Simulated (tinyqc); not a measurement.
# Worked calculation: superjunction drift layer against a plain one, charge balance

Computed by the program tinyqc: `OMP_NUM_THREADS=1 python tinyqc.py 2590139 2590140 out.jsonl`, one thread of a shared Intel Xeon 2.30GHz, about 0.01 s for the whole run. Printed values are rounded.

Alternating n and p pillars of equal width wp, doping N and length Lp. When depleted, the lateral field peaks at Ex = q N wp/(2 eps0 eps_r) at the pillar junctions and a uniform vertical field Ey is added; breakdown is taken where Ex^2 + Ey^2 = Ef^2. Only the n pillars conduct, narrowed by the zero-bias depletion. A first-order model: the field peaks at the pillar ends are left out.

Values chosen for this exercise; values close to those of silicon:
```
symbol   value        unit                                     meaning
eps_r     12.1              relative permittivity of the semiconductor
E16      0.387       MV/cm    critical field at a doping of 1e16 cm^-3
mx        1350  cm^2/(V s)                      mobility at low doping
mi        91.9  cm^2/(V s)                     mobility at high doping
Nr      1.3e17       cm^-3            reference doping of the mobility
BV         620           V                    wanted breakdown voltage
wp           2          um                        width of each pillar
Ef        0.29       MV/cm           critical field inside the pillars
a         0.78                     lateral peak field as a share of Ef
Vb         0.8           V    built-in voltage of the pillar junctions
dl        -4.2           %                charge imbalance (Nn - Np)/N
```

Constants: q = 1.602176634e-19 C, eps0 = 8.8541878128e-14 F/cm where lengths are in cm. Results are converted to the units shown.

## Iteration 1: doping of the plain drift layer

N at the start = 1e15 cm^-3

Ec(N) = E16 (N/1e16 cm^-3)^(1/8); N(new) = eps0 eps_r Ec(N)^2/(2 q BV).

Ec = 0.290209 MV/cm
N after iteration 1 = 4.54176e14 cm^-3

## Iteration 2: doping of the plain drift layer

As before.

Ec = 0.262944 MV/cm
N after iteration 2 = 3.72846e14 cm^-3

## Course of the iteration: doping of the plain drift layer

Stop when N changes by less than 1e8 cm^-3, or after 40 iterations.

Course of the iteration:
```
iteration   N (cm^-3)  |change| (cm^-3)
1          4.54176e14           5.46e14
2          3.72846e14           8.13e13
3          3.54900e14           1.79e13
4          3.50550e14           4.35e12
5          3.49471e14           1.08e12
6          3.49202e14           2.69e11
7          3.49135e14           6.73e10
8          3.49118e14           1.68e10
9          3.49114e14            4.20e9
10         3.49113e14            1.05e9
11         3.49112e14            2.63e8
12         3.49112e14            6.57e7
```

Converged in 12 iterations. At the end each change is about 0.25 times the one before: linear convergence.

## Thickness and resistance of the plain layer

N of the plain layer = 3.49112e14 cm^-3

Ec(N) = E16 (N/1e16 cm^-3)^(1/8), mu(N) = mi + (mx - mi)/(1 + (N/Nr)^0.9). W = 2 BV/Ec, Rsp = W/(q mu N).

mu = 1343.92 cm^2/(V s)
W = 48.7349 um
Rsp = 64.8321 mohm cm^2

## Design of the pillars

Ex = a Ef gives N = 2 eps0 eps_r a Ef/(q wp); Ey = Ef sqrt(1 - a^2); Lp = BV/Ey; xd = sqrt(eps0 eps_r Vb/(q N)) on each side; Rsp = 2 Lp/(q mu(N) N (1 - 2 xd/wp)). mu(N) = mi + (mx - mi)/(1 + (N/Nr)^0.9).

N = 1.51257e16 cm^-3
Ey = 0.181476 MV/cm
Lp = 34.1643 um
xd = 0.188061 um
Rsp = 2.91477 mohm cm^2

The pillars have an aspect ratio of 17.1. Their doping is 43.3 times, and their Rsp 0.0450 times, that of the plain layer.

## Loss of breakdown voltage by imbalance

An imbalance dl leaves the mean net doping |dl| N/2, which tilts the vertical field by s = q |dl| N/(2 eps0 eps_r): BV(dl) = Ey Lp - s Lp^2/2, or Ey^2/(2 s) if the field reaches zero inside the pillar.

tilt s = 4.75020 kV/(cm um)
BV(dl) = 342.779 V
loss = 44.7131 %
